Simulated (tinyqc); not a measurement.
Worked calculation (part 3 of 3): UHF in the sto-3g basis, for BeH+, spin multiplicity 1. This run ends on a higher stationary point, not on the lowest solution. Computed by tinyqc, a small Python program that keeps every step (integrals from PySCF). Command: `OMP_NUM_THREADS=1 python tinyqc.py 21502 21503 out.jsonl` (the two numbers bound the seeds that draw the settings). One thread of a shared host (Intel(R) Xeon(R) Processor @ 2.60GHz), about 0.2 s of CPU time with the checks.

Geometry (angstrom):
```
atom        x        y        z
Be    0.00000  0.00000  0.00000
H     0.00000  0.00000  1.85000
```

## Iteration 11 (converged): orbitals

converged F(alpha) (hartree), order 1Be 1s, 1Be 2s, 1Be 2px, 1Be 2py, 1Be 2pz, 2H 1s:
```
[[-4.98607, -1.40054, 0.00000, 0.00000, 0.01621, -0.12338],
 [-1.40054, -0.84423, 0.00000, 0.00000, -0.09328, -0.35888],
 [0.00000, 0.00000, -0.12239, 0.00000, 0.00000, 0.00000],
 [0.00000, 0.00000, 0.00000, -0.12239, 0.00000, 0.00000],
 [0.01621, -0.09328, 0.00000, 0.00000, -0.22380, -0.31202],
 [-0.12338, -0.35888, 0.00000, 0.00000, -0.31202, -0.40405]]
```

converged F(beta) (hartree), order 1Be 1s, 1Be 2s, 1Be 2px, 1Be 2py, 1Be 2pz, 2H 1s:
```
[[-4.98607, -1.40054, 0.00000, 0.00000, 0.01621, -0.12338],
 [-1.40054, -0.84423, 0.00000, 0.00000, -0.09328, -0.35888],
 [0.00000, 0.00000, -0.12239, 0.00000, 0.00000, 0.00000],
 [0.00000, 0.00000, 0.00000, -0.12239, 0.00000, 0.00000],
 [0.01621, -0.09328, 0.00000, 0.00000, -0.22380, -0.31202],
 [-0.12338, -0.35888, 0.00000, 0.00000, -0.31202, -0.40405]]
```

X, order 1Be 1s, 1Be 2s, 1Be 2px, 1Be 2py, 1Be 2pz, 2H 1s:
```
[[0.34273, 0.74767, 0.00000, 0.00000, 0.58148, 0.24722],
 [-0.71042, -0.55101, 0.00000, 0.00000, 0.43503, 0.42484],
 [0.00000, 0.00000, 0.69913, 0.71500, 0.00000, 0.00000],
 [0.00000, 0.00000, 0.71500, -0.69913, 0.00000, 0.00000],
 [-0.68408, 0.54422, 0.00000, 0.00000, -0.50127, 0.38490],
 [0.90872, -0.30307, 0.00000, 0.00000, -0.25656, 0.52865]]
```

Diagonalise F' = X^T F X, C = X C', fill 2 alpha and 2 beta electrons from the bottom; D(s) = C_occ C_occ^T. Each column has its largest component positive (the first on a tie).

F' = X^T F X (alpha) (hartree):
```
[[-0.09197, -0.59710, 0.00000, 0.00000, -0.53453, -0.25892],
 [-0.59710, -1.88487, 0.00000, 0.00000, -1.95314, -0.89729],
 [0.00000, 0.00000, -0.12239, 0.00000, 0.00000, 0.00000],
 [0.00000, 0.00000, 0.00000, -0.12239, 0.00000, 0.00000],
 [-0.53453, -1.95314, 0.00000, 0.00000, -2.56912, -1.22556],
 [-0.25892, -0.89729, 0.00000, 0.00000, -1.22556, -1.24522]]
```

orbital energies (alpha) (hartree): [-4.98885, -0.64334, -0.25170, -0.12239, -0.12239, 0.09271]

coefficients C (alpha), order 1Be 1s, 1Be 2s, 1Be 2px, 1Be 2py, 1Be 2pz, 2H 1s:
```
[[0.99301, -0.20128, -0.19856, 0.00000, 0.00000, 0.09843],
 [0.02600, 0.66783, 0.73190, 0.00000, 0.00000, -0.44239],
 [0.00000, 0.00000, 0.00000, 0.99312, 0.11711, 0.00000],
 [0.00000, 0.00000, 0.00000, -0.11711, 0.99312, 0.00000],
 [-0.00200, 0.25211, -0.57884, 0.00000, 0.00000, -0.87461],
 [-0.00280, 0.49954, -0.39578, 0.00000, 0.00000, 0.92559]]
```

F' = X^T F X (beta) (hartree):
```
[[-0.09197, -0.59710, 0.00000, 0.00000, -0.53453, -0.25892],
 [-0.59710, -1.88487, 0.00000, 0.00000, -1.95314, -0.89729],
 [0.00000, 0.00000, -0.12239, 0.00000, 0.00000, 0.00000],
 [0.00000, 0.00000, 0.00000, -0.12239, 0.00000, 0.00000],
 [-0.53453, -1.95314, 0.00000, 0.00000, -2.56912, -1.22556],
 [-0.25892, -0.89729, 0.00000, 0.00000, -1.22556, -1.24522]]
```

orbital energies (beta) (hartree): [-4.98885, -0.64334, -0.25170, -0.12239, -0.12239, 0.09271]

coefficients C (beta), order 1Be 1s, 1Be 2s, 1Be 2px, 1Be 2py, 1Be 2pz, 2H 1s:
```
[[0.99301, -0.20128, -0.19856, 0.00000, 0.00000, 0.09843],
 [0.02600, 0.66783, 0.73190, 0.00000, 0.00000, -0.44239],
 [0.00000, 0.00000, 0.00000, 0.95824, -0.28596, 0.00000],
 [0.00000, 0.00000, 0.00000, 0.28596, 0.95824, 0.00000],
 [-0.00200, 0.25211, -0.57884, 0.00000, 0.00000, -0.87461],
 [-0.00280, 0.49954, -0.39578, 0.00000, 0.00000, 0.92559]]
```

D(alpha) after iteration 11, order 1Be 1s, 1Be 2s, 1Be 2px, 1Be 2py, 1Be 2pz, 2H 1s:
```
[[1.02659, -0.10860, 0.00000, 0.00000, -0.05273, -0.10333],
 [-0.10860, 0.44668, 0.00000, 0.00000, 0.16831, 0.33354],
 [0.00000, 0.00000, 0.00000, 0.00000, 0.00000, 0.00000],
 [0.00000, 0.00000, 0.00000, 0.00000, 0.00000, 0.00000],
 [-0.05273, 0.16831, 0.00000, 0.00000, 0.06356, 0.12594],
 [-0.10333, 0.33354, 0.00000, 0.00000, 0.12594, 0.24955]]
```

D(beta) after iteration 11, order 1Be 1s, 1Be 2s, 1Be 2px, 1Be 2py, 1Be 2pz, 2H 1s:
```
[[1.02659, -0.10860, 0.00000, 0.00000, -0.05273, -0.10333],
 [-0.10860, 0.44668, 0.00000, 0.00000, 0.16831, 0.33354],
 [0.00000, 0.00000, 0.00000, 0.00000, 0.00000, 0.00000],
 [0.00000, 0.00000, 0.00000, 0.00000, 0.00000, 0.00000],
 [-0.05273, 0.16831, 0.00000, 0.00000, 0.06356, 0.12594],
 [-0.10333, 0.33354, 0.00000, 0.00000, 0.12594, 0.24955]]
```

Within a degenerate level the vectors are fixed only up to a rotation; this is one choice.

## Convergence

Stop when the energy changes by less than 1e-10 hartree and every element of the error matrix X^T (F D S - S D F) X (for each spin) is below 3e-06.

Course of the cycle:
```
iteration  E (hartree)     change  largest element of the error matrix
1          -14.2802405          -                             1.30e-01
2          -14.5578536  -2.78e-01                             5.75e-02
3          -14.5868220  -2.90e-02                             3.08e-02
4          -14.6034862  -1.67e-02                             9.48e-03
5          -14.6048222  -1.34e-03                             5.02e-03
6          -14.6054239  -6.02e-04                             8.72e-04
7          -14.6054405  -1.66e-05                             1.31e-04
8          -14.6054411  -5.25e-07                             2.35e-05
9          -14.6054411  -3.44e-09                             3.60e-06
10         -14.6054411  -3.10e-10                             1.56e-06
11         -14.6054411  -5.71e-11                             6.76e-09
```

PySCF UHF in the same basis, after a stability check = -14.6140423 hartree

Converged in 11 iterations. But the solution lies 0.00860 hartree above the reference: it is another stationary point, not the lowest one. Reruns (cap 100 unless said): DIIS 8: converged in 11 to a higher stationary point; damping 0.5: converged in 76 to a higher stationary point; level shift 0.5: converged in 75 to a higher stationary point; atomic densities as start, DIIS 8: converged in 9 to a higher stationary point.

## Populations, bond orders and dipole

overlap S, order 1Be 1s, 1Be 2s, 1Be 2px, 1Be 2py, 1Be 2pz, 2H 1s:
```
[[1.00000, 0.25952, 0.00000, 0.00000, 0.00000, 0.02258],
 [0.25952, 1.00000, 0.00000, 0.00000, 0.00000, 0.27586],
 [0.00000, 0.00000, 1.00000, 0.00000, 0.00000, 0.00000],
 [0.00000, 0.00000, 0.00000, 1.00000, 0.00000, 0.00000],
 [0.00000, 0.00000, 0.00000, 0.00000, 1.00000, 0.35988],
 [0.02258, 0.27586, 0.00000, 0.00000, 0.35988, 1.00000]]
```

Mulliken: Z minus the diagonal of D S on the atom; Loewdin: the same with S^(1/2) D S^(1/2); Mayer order: 2 sum_s sum (D(s) S)_ij (D(s) S)_ji over the two atoms.

Charges (e):
```
atom  Mulliken  Loewdin  Mulliken spin
1Be    0.76909  0.78648              0
2H     0.23091  0.21352              0
```

Mayer bond orders:
```
pair    order
2-1   0.94668
```

dipole moment about the origin, x y z (debye): [0.00000, 0.00000, -1.07385]

<S^2> of the determinant (pure state: 0) = 0.00000
